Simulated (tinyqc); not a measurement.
Temperature and repopulation: deformation-potential model of the X valleys of a conduction band.

Valleys with axes along x, y and z, one whole valley each. Herring-Vogt shift of a valley with unit axis a: dE = Xd tr(e) + Xu a.e.a. Non-degenerate shares n_i = exp(-dE_i/kT)/sum_j exp(-dE_j/kT). Inverse mass tensor of a valley: (1 - a a)/mt + a a/ml; the masses are taken as independent of strain.

s11 = (C11 + C12)/((C11 - C12)(C11 + 2 C12)), s12 = -C12/((C11 - C12)(C11 + 2 C12)), s44 = 1/C44; exx = s11 sxx + s12 (syy + szz) and cyclic, exy = s44 sxy/2; tension is positive. A uniaxial stress X along the unit vector n is s_ij = X n_i n_j.

Constants: kB = 8.617333262e-05 eV/K.

Values chosen for the exercise (near those of AlAs; the results hold for these values, not for the real material):
- ml = 1.077 m0 (longitudinal mass)
- mt = 0.197 m0 (transverse mass)
- Xd = 1.01 eV (dilation potential)
- Xu = 5.87 eV (uniaxial potential)
- C11 = 127.1 GPa
- C12 = 50.6 GPa
- C44 = 56.4 GPa
- load = uniaxial [110] (kind of stress)
- X = 0.85 GPa (stress)

The load is fixed; m_c along [110] as 1/(u.M.u).

Results:
```
T (K)  kT (meV)    n x    n y    n z  m_c (m0)
50         4.31  0.001  0.001  0.999    0.1971
77         6.64  0.007  0.007  0.986    0.1982
150       12.93  0.069  0.069  0.862    0.2088
300       25.85  0.181  0.181  0.638    0.2312
400       34.47  0.219  0.219  0.563    0.2398
500       43.09  0.242  0.242  0.516    0.2456
```

Give the missing row, T (K) = 225.

Computed row:
```
T (K)  kT (meV)    n x    n y    n z  m_c (m0)
225       19.39  0.136  0.136  0.729    0.2215
```

The largest share falls from 0.999 at 50 K to 0.516 at 500 K (equal shares: 0.333); m_c goes from 0.1971 to 0.2456, against 0.2707 without stress. Only spread/kT enters, so the small-stress response goes as 1/T.

Computed by tinyqc, a small Python program: `OMP_NUM_THREADS=1 python tinyqc.py 1081569 1081570 out.jsonl` (the numbers bound the seed that draws the inputs); one thread of a shared host (Intel(R) Xeon(R) Processor @ 2.30GHz), about 0.01 s for the whole set of steps.
